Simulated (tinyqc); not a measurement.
Carrier density against temperature: charge neutrality of a doped semiconductor with incomplete ionisation. Computed by tinyqc, a small Python program. Command: `OMP_NUM_THREADS=1 python tinyqc.py 3031479 3031480 out.jsonl dopant walk`. One thread of a shared host (Intel(R) Xeon(R) Processor @ 2.30GHz), about 0.05 s of CPU time with the checks.

Energies are counted from the top of the valence band; E_D is measured down from the conduction band and E_A up from the valence band.

Inputs (values chosen for the exercise, modelled on GaP):

| quantity | value | unit |
|---|---|---|
| gap at 0 K E_g0 | 2.37 | eV |
| Varshni alpha | 0.000573 | eV/K |
| Varshni beta | 365 | K |
| electron mass m_e | 0.481 | m_0 |
| valleys M_c | 3 | - |
| hole mass m_h | 0.828 | m_0 |
| donor density N_D | 7.4e+17 | cm^-3 |
| acceptor density N_A | 5.9e+17 | cm^-3 |
| donor depth E_D | 0.103 | eV |
| acceptor depth E_A | 0.0522 | eV |
| donor degeneracy g_D | 2 | - |
| acceptor degeneracy g_A | 4 | - |

Doping: n-type, compensated. Statistics of the bands: Fermi-Dirac.

Constants: k_B = 8.617333262e-05 eV/K; m_0 = 9.1093837015e-31 kg; k_B = 1.380649e-23 J/K; h = 6.62607015e-34 J s.

Method:
- E_g = E_g0 - alpha T^2/(T + beta).
- N_c = 2 M_c (2 pi m_e k_B T/h^2)^(3/2) and N_v = 2 (2 pi m_h k_B T/h^2)^(3/2), masses in units of m_0.
- n = N_c F_1/2((E_F - E_g)/k_B T), p = N_v F_1/2(-E_F/k_B T).
- F_1/2(eta) = (2/sqrt(pi)) int_0^infinity sqrt(x)/(1 + exp(x - eta)) dx, by the trapezoid rule in t = sqrt(x) with step 0.02 up to t = 12 (for eta < -12 by exp(eta) - exp(2 eta)/2^(3/2)).
- N_D+ = N_D/(1 + g_D exp((E_F - E_g + E_D)/k_B T)).
- N_A- = N_A/(1 + g_A exp((E_A - E_F)/k_B T)).
- Neutrality: p + N_D+ = n + N_A-; the log ratio is ln[(p + N_D+)/(n + N_A-)].
- Neutrality is solved by bisection at each T. The last column is -k_B d ln(n T^-3/2)/d(1/T) from this row and the one above; it turns negative as ionisation nears completion, when the density grows more slowly than that power of T.

Against temperature:

| T (K) | n (cm^-3) | E_F from the band edge (eV) | ionised share | activation energy (eV) |
|---|---|---|---|---|
| 43 | 1.4676e+05 | 0.11064 | 0.79730 | - |
| 54 | 5.9445e+07 | 0.11260 | 0.79730 | 0.10300 |
| 75 | 4.7834e+10 | 0.11633 | 0.79730 | 0.10300 |
| 110 | 1.3534e+13 | 0.12255 | 0.79732 | 0.10300 |
| 170 | 1.1919e+15 | 0.13336 | 0.79891 | 0.10273 |
| 270 | 2.5826e+16 | 0.15638 | 0.83220 | 0.09421 |
| 300 | 4.0538e+16 | 0.16619 | 0.85208 | 0.06813 |
| 400 | 8.8387e+16 | 0.20958 | 0.91674 | 0.03598 |
| 600 | 1.3057e+17 | 0.32565 | 0.97374 | -0.02255 |

What follows from these numbers?

Between the two coldest rows the activation energy is 0.103 eV, 1.00 of the dopant depth: with compensation E_F is pinned at the level and the full depth shows. No row comes within 10 % of the net doping.
